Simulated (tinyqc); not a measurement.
## Gate voltage for a wanted density

Question. A HEMT has a barrier of thickness d, permittivity eb and off voltage Voff; energies are counted from the channel band edge at the interface. F = q (eta ns + Nb)/(eps0 ec) in eV/nm; E_k = a_k (C F^2/me)^(1/3), a_0 = 2.338107, a_1 = 4.087949, C = hbar^2/(2 m0); D = me m0 q/(pi hbar^2); ns = D Vt [ln(1 + exp((EF - E_0)/Vt)) + ln(1 + exp((EF - E_1)/Vt))], which gives EF = E_0 + Vt ln{2 s/[(1 + u) + sqrt((1 + u)^2 + 4 u s)]} with s = exp(ns/(D Vt)) - 1, u = exp((E_0 - E_1)/Vt). Charge control: ns + Nb = eps0 eb (Vg - Voff - EF)/(q d). Find E_0, E_1, EF and the Vg that gives this ns.

Parameters, values chosen for the exercise; material values close to those of InAlAs on In0.53Ga0.47As:
```
symbol,value,unit,meaning
T,300,K,temperature
d,22,nm,barrier thickness from gate to channel
me,0.041,m0,electron mass in the channel
ec,13.9,,relative permittivity of the channel
eta,0.5,,share of ns that counts in the confining field
Nb,0,cm^-2,depletion charge of the buffer
```

Constants: q = 1.602176634e-19 C, kB = 1.380649e-23 J/K, hbar = 1.054571817e-34 J s, m0 = 9.1093837015e-31 kg, Vt = kB T/q, eps0 = 8.8541878128e-14 F/cm where lengths are in cm, hbar^2/(2 m0) = 0.0380998212 eV nm^2. Results are converted to the units shown.

ns = 3.7e11 cm^-2
eb = 12
Voff = -0.67604237 V

Answer. In this direction nothing needs iterating: ns fixes the field, the levels and EF, and the charge-control relation gives Vg.

E_0 = 0.04099 eV
E_1 = 0.07167 eV
EF = 0.03640 eV
Vg = -0.5169 V

Program tinyqc, `OMP_NUM_THREADS=1 python tinyqc.py 2180131 2180132 out.jsonl`; Intel Xeon 2.30GHz, shared host, one thread, about 0.01 s.
